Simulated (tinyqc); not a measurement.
Effective charge: two electrons on one impurity (helium-like model).

Units Ha* = 2 Ry m/eps^2 and a* = a0 eps/m. One electron is bound by Z^2/2. Two electrons in the singlet built from exp(-a r) and exp(-b r): S = 8 (ab)^(3/2)/(a + b)^3, h_aa = a^2/2 - Z a, h_bb alike, h_ab = S (ab/2 - Z (a + b)/2), J = ab (a^2 + 3ab + b^2)/(a + b)^3, K = 20 (ab)^3/(a + b)^5, E = (h_aa + h_bb + 2 S h_ab + J + K)/(1 + S^2). For a = b this is a^2 - 2 Z a + 5a/8. Real double donors are deeper, since the central cell is left out.

Values chosen for the exercise (out of a larger set: near those of impurities in cubic GaN; not measured data):
- m = 0.191 m0 (one mean mass)
- eps = 9.7 (dielectric constant)
- Zs = (0.97, 1.06, 1.16, 1.49, 1.83, 2.92, 3.45) (charges)

Ha* = 55.2383 meV

Binding of the first electron, of the second (-E - Z^2/2) with equal and with unequal orbitals, and U, the first less the second (unequal).

Results (meV):
```
Z     first  second, equal  second, unequal   a/b      U  U/(Z Ha*)
0.97   26.0          -2.11             0.24  4.09   25.8      0.481
1.06   31.0          -0.17             1.93  3.19   29.1      0.497
1.16   37.2           2.51             4.46  2.76   32.7      0.510
1.49   61.3          15.27            16.97  2.17   44.4      0.539
1.83   92.5          34.71            36.29  1.92   56.2      0.556
2.92  235.5         140.08           141.52  1.60   94.0      0.583
3.45  328.7         215.02           216.44  1.52  112.3      0.589
```

Equal orbitals bind a second electron only above Z = (5/16)/(1 - 1/sqrt2) = 1.067; unequal ones do so in 7 of the 7 rows. Their gain is 2.34 meV in the first row and 1.42 in the last, while the second binding grows to 216 meV, so the gain decides the matter only near Z = 1. U grows almost linearly with Z: U/(Z Ha*) goes from 0.481 to 0.589, towards 5/8, while the first binding grows as Z^2. Angular correlation is left out: at Z = 1 this function binds the second electron by 0.0133 Ha*, half the exact 0.0278.

tinyqc: `OMP_NUM_THREADS=1 python tinyqc.py 1282260 1282261 out.jsonl`; about 0.04 s, one thread, shared Intel(R) Xeon(R) Processor @ 2.30GHz.
